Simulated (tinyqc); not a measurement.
# Worked calculation: resistance of a source-drain extension with a graded tip

Program tinyqc, `OMP_NUM_THREADS=1 python tinyqc.py 2282184 2282185 out.jsonl`; Intel Xeon 2.30GHz, shared host, one thread, about 0.03 s. Printed values are rounded.

y runs along the channel, the gate covers y > 0. The doping is N0 for y < y0 and N0 10^(-(y - y0)/la) beyond, uniform over the depth xj. Sheet conductance s(y) = q mu(N) max(N - Nch, 0) xj + (for y > 0) ma Cox Vo, with mu(N) = u0 + (u1 - u0)/(1 + (N/Nr)^au) and Cox = eps0 eox/tox. Current is taken as one-dimensional; depletion of the tip, spreading and the contact are left out. The metallurgical junction lies at yj, where N = Nch.

Parameters, values chosen for the exercise; mobility law close to that of electrons in silicon:
- eox = 3.9 (relative permittivity of the gate insulator (close to silicon dioxide))
- tox = 2.1 nm (insulator thickness)
- N0 = 2.3e20 cm^-3 (active doping of the extension far from the gate)
- la = 1.7 nm/decade (lateral abruptness)
- y0 = 3.6 nm (position under the gate where the fall begins (gate edge at 0))
- xj = 24 nm (depth of the extension)
- Nch = 7.6e17 cm^-3 (channel doping)
- Vo = 0.62 V (gate overdrive)
- ma = 220 cm^2/(V s) (mobility of the gate-induced layer)
- u1 = 1414 cm^2/(V s) (mobility at low doping)
- u0 = 68.5 cm^2/(V s) (mobility at high doping)
- Nr = 9.2e16 cm^-3 (reference doping)
- au = 0.711 (exponent)
- Lg = 40 nm (gate length)

Constants: q = 1.602176634e-19 C, eps0 = 8.8541878128e-14 F/cm where lengths are in cm. Results are converted to the units shown.

## Sheet resistances and junction position

yj = y0 + la log10(N0/Nch); sheet resistance of the full extension 1/[q mu(N0)(N0 - Nch) xj] and of the gate-induced layer 1/(ma Cox Vo); metallurgical length Lg - 2 yj; ye is where the doped and the gate-induced conductances are equal.

yj = 7.81755 nm
sheet resistance of the extension = 154.046 ohm/square
sheet resistance of the induced layer = 4458.53 ohm/square
metallurgical length = 24.3649 nm
ye = 6.45929 nm
N at ye = 4.78399e18 cm^-3

The gate takes over 1.36 nm before the junction, where N is still 6.29 times the channel doping.

## Resistance of the overlapped part

Midpoint rule on 8 equal steps from 0 to yj: R_ov = sum h/s(y), per width.

```
point,y (nm),N (cm^-3),doped conductance (uS),sheet resistance (ohm/square)
0,0.488597,2.3e20,6491.55,148.902
1,1.46579,2.3e20,6491.55,148.902
2,2.44299,2.3e20,6491.55,148.902
3,3.42018,2.3e20,6491.55,148.902
4,4.39737,7.81060e19,2365.54,386.126
5,5.37457,2.07905e19,742.697,1034.14
6,6.35176,5.53406e18,253.001,2095.16
7,7.32896,1.47307e18,63.8621,3470.40
```

R_ov = 7.4085 ohm um

The exact integral is 7.5019 ohm um; the coarse sum is 1.2 % below it.
